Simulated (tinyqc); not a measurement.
# Donor or exciton in a quantum well (variational effective-mass method), step by step

A worked calculation. Computed by tinyqc, a small Python program that keeps every step. Command: `OMP_NUM_THREADS=1 python tinyqc.py 3015352 3015353 out.jsonl welldonor walk`. One thread of a shared host (Intel(R) Xeon(R) Processor @ 2.30GHz), about 0.2 s of CPU time with the checks. Intermediate numbers are printed to about 6 digits and carried at full precision; extremes and crossings named in words are read from the listed rows.

H = -nabla^2 - 2/|r - r_i| + V(z) in effective units; trial function psi = f(z) exp(-|r - r_i|/lambda), f the ground state of the well. Mass and screening are the same in well and barrier; l = L/a* is the width in effective units. Bands are flat: no polarisation or applied field.

Inputs (values chosen for the exercise, for a model semiconductor): electron mass m = 0.0681 m_0; dielectric constant eps = 14.9; well width L = 30 nm; trial radius lambda = 1.6 a*; donor position z_i/L from the centre = 0.2; barrier height V_0 = 0.33 eV.

Centre: donor. Barriers: finite.

Constants: Ry = 13.605693123 eV; a_0 = 0.529177210903 angstrom.

## Effective units

Ry* = Ry m/eps^2, a* = a_0 eps/m; l = L/a*.

mass used = 0.0681 m_0

Ry* = 4.17345 meV

a* = 11.5782 nm

l = 2.59108

## The subband

k solves k tan(k l/2) = sqrt(v - k^2), v = V_0/Ry*, 0 < k l/2 < pi/2 (bisection); f = cos(k z) inside and cos(k l/2) exp(-kappa (|z| - l/2)) outside, kappa = sqrt(v - k^2); subband energy k^2 Ry*.

k = 1.11539 1/a*

subband energy = 5.19215 meV

kappa = 8.82197 1/a*

## Binding at the trial radius

Binding E_b(lambda) = -1/lambda^2 + 4 A/(lambda B), with A = int f^2 exp(-2 s/lambda) dz, B = int f^2 exp(-2 s/lambda)(1 + 2 s/lambda) dz and s = |z - z_i|; 40 Gauss-Legendre points on each piece between the walls at z = -l/2 and l/2 and z_i, and out to 12/(kappa + 1/lambda) beyond the walls.

A = 0.749706 a*

B = 1.14400 a*

E_b(lambda) = 1.24772 Ry*

## Best radius

Golden-section search for the maximum over lambda from 0.3 to 4, 40 steps.

best lambda = 1.04733 a*

binding in Ry* = 1.37199

binding energy = 5.72592 meV

radius lambda a* = 12.1262 nm

Confinement changes the binding by a factor 1.372 against the bulk value (with finite barriers it peaks in a narrow well and returns to 1 as L tends to 0, and away from the walls of a wide well it tends to 1).

## Binding against well width

Each row maximises over lambda (golden section, 0.3 to 4).

Against width:
```
L (nm)  lambda (a*)  binding (Ry*)  binding (meV)
2.4         0.73301        2.55217        10.6514
4.5         0.76825        2.41371        10.0735
9.0         0.86209        2.04968         8.5543
16.0        0.96175        1.70323         7.1084
30.0        1.04733        1.37199         5.7259
54.0        1.05384        1.16072         4.8442
96.0        1.02412        1.05923         4.4206
```

The binding is largest in the narrowest well, 2.552 Ry* at 2.4 nm; the turn-over that leakage brings lies below these widths. In the widest well it is 1.059 Ry*.

## Binding against position

The formulas are those given above.

Against position:
```
z_i/L  lambda (a*)  binding (Ry*)  binding (meV)
0.0        1.00463        1.55877        6.50544
0.1        1.01232        1.51189        6.30979
0.2        1.04733        1.37199        5.72592
0.3        1.15622        1.15315        4.81260
0.4        1.41232        0.91537        3.82024
0.5        1.76565        0.73544        3.06934
```

From the centre to the wall the binding falls from 6.505 to 3.069 meV, 47 % of the centre value, since the walls keep the electron away from an off-centre ion; uniform doping thus gives a band of levels 3.436 meV wide, with a peak in its density at the centre value, where the slope vanishes.

Checks made by the program: the wide-well limit, 1 Ry* (relative difference 3e-03).
